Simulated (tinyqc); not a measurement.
What moves the results: pair of shallow donors (hydrogen-like orbitals). A value that a table varies takes the place of the one given here.

Each donor has the orbital exp(-r/a); energy unit Ha* = q/(eps a), q = e^2/(4 pi eps0), so that a lone donor is bound by Ha*/2; x = R/a. One electron: S = (1 + x + x^2/3) exp(-x), j = 1/x - (1 + 1/x) exp(-2x), k = (1 + x) exp(-x); levels E(+/-) = -1/2 - (j +/- k)/(1 +/- S) in Ha*, without the repulsion of the ions, split by D = |E(-) - E(+)|. In six valleys the overlaps S and k are multiplied by v = [cos(K Rx) + cos(K Ry) + cos(K Rz)]/3, K = k0 (2 pi/a_lat), for isotropic envelopes and the symmetric valley state.

Two electrons, Heitler-London: with S' = (1 - x + x^2/3) exp(x), C = 1/x - exp(-2x)(1/x + 11/8 + 3x/4 + x^2/6), X = (1/5){exp(-2x)(25/8 - 23x/4 - 3x^2 - x^3/3) + (6/x)[S^2 (0.5772157 + ln x) + S'^2 Ei(-4x) - 2 S S' Ei(-2x)]}, Q = C - 2j + 1/x and A = X - 2 S k + S^2/x, the singlet and triplet lie at (Q +/- w A)/(1 +/- w S^2) from two lone donors, with the valley weight w = v^2; the exchange is J = triplet - singlet.

Constants: e^2/(4 pi eps0) = 14.39964547 eV angstrom.

Values chosen for the exercise (near those of two donors in Si; shifted at random, so the results belong to these values and not to a real crystal):
```
symbol  value                                                                                                                                                            unit         meaning
a       16.2                                                                                                                                                             angstrom     orbital radius
eps     11.7                                                                                                                                                                          dielectric constant
a_lat   5.431                                                                                                                                                            angstrom     lattice constant
k0      0.845                                                                                                                                                            2 pi/a_lat   valley position
sites   ((14, 0, 0), (14.25, 0.25, 0.25), (14.5, 0.5, 0), (14, 0.5, 0.5), (13.75, 0.25, -0.25), (14.75, 0.25, -0.25), (14, 1, 0), (14.25, 0.75, -0.25), (15, 0.5, 0.5))  a_lat        positions of the second donor
Ns      (0.043, 0.11, 0.26, 0.64, 1.5, 3.2, 6.4)                                                                                                                         x 1e18/cm^3  donor densities
n       (10, 0, 0)                                                                                                                                                       a_lat        separation vector
```

## Placement within one cell

D and J for each site, and for v = 1.

Results:
```
site                  R (angstrom)       v  D (meV)  J (micro-eV)  J for v = 1
(14, 0, 0)                    76.0   0.827     3.39           371          542
(14.25, 0.25, 0.25)           77.4   0.483     1.84           111          476
(14.5, 0.5, 0)                78.8   0.034    0.119         0.468          417
(14, 0.5, 0.5)                76.1  -0.429     1.74          98.7          537
(13.75, 0.25, -0.25)          74.7  -0.084    0.363          4.34          615
(14.75, 0.25, -0.25)          80.1  -0.164    0.549          9.88          367
(14, 1, 0)                    76.2   0.681     2.76           247          532
(14.25, 0.75, -0.25)          77.5   0.180    0.682          15.3          472
(15, 0.5, 0.5)                81.6  -0.741     2.32           176          320
```

Over these sites the envelope alone changes J by a factor 1.92, and the valley factor v^2 by 609; J runs from 0.468 at (14.5, 0.5, 0) to 371 micro-eV at (14, 0, 0). Moves of less than one lattice constant change the phases of the valleys along each axis that moves, so the placement must be exact to the site.

## From lone donors to an impurity band (impurity band of shallow donors (Hubbard estimate))

Donors on a simple cubic lattice of spacing R = N^(-1/3) (1/angstrom^3 = 1e24/cm^3), Ha* = q/(eps a), q = e^2/(4 pi eps0), x = R/a. Hopping t = Ha* (1 + x) exp(-x), band width B = 12 t, on-site repulsion U = (5/8) Ha*; the gap closes near B/U = 1.15. Valley factors and disorder are left out.

Results:
```
N (1e18/cm^3)  R (angstrom)  N^(1/3) a   t (meV)   B (meV)       B/U
0.043                 285.4      0.057  3.15e-05  0.000378  7.96e-06
0.11                  208.7      0.078   0.00268    0.0322  0.000677
0.26                  156.7      0.103    0.0511     0.613    0.0129
0.64                  116.0      0.140     0.480      5.77     0.121
1.5                    87.4      0.185      2.21      26.5     0.559
3.2                    67.9      0.239      5.98      71.7      1.51
6.4                    53.9      0.301      11.8       142      2.99
```

B/U passes 1.15 between 1.5 and 3.2 x 1e18/cm^3; the root is x = 4.52, N^(1/3) a = 0.221, N = 2.5 x 1e18/cm^3, below the 4.1 that the empirical rule N^(1/3) a = 0.26 gives; the estimate is rough, since random positions, the overlap of the orbitals and screening are left out. While N grows by 149 times, t grows by 3.75e+05 times.

## What each parameter does

x, D = |E(-) - E(+)| and J. Each row changes one parameter from the base and keeps the others.

Results:
```
case                       x  D (meV)  J (micro-eV)
base                   3.352    3.661           459
a = 14.6 angstrom      3.720    3.189           308
eps = 12.9             3.352    3.320           416
k0 = 0.825 2 pi/a_lat  3.352    7.167      1.67e+03
n = (11, 0, 0) a_lat   3.688    4.873           782
```

The largest shifts from the base row, up to three for each result and ties (the steps differ in size, so this ranks the rows, not the parameters). x: a +0.367, n +0.335; unchanged at the printed digits by eps and k0. D (meV): k0 +3.51, n +1.21, a -0.472. J (micro-eV): k0 +1.21e+03, n +323, a -151.

Program tinyqc; command `OMP_NUM_THREADS=1 python tinyqc.py 1252310 1252311 out.jsonl`; about 0.01 s on one thread of a shared Intel(R) Xeon(R) Processor @ 2.30GHz.
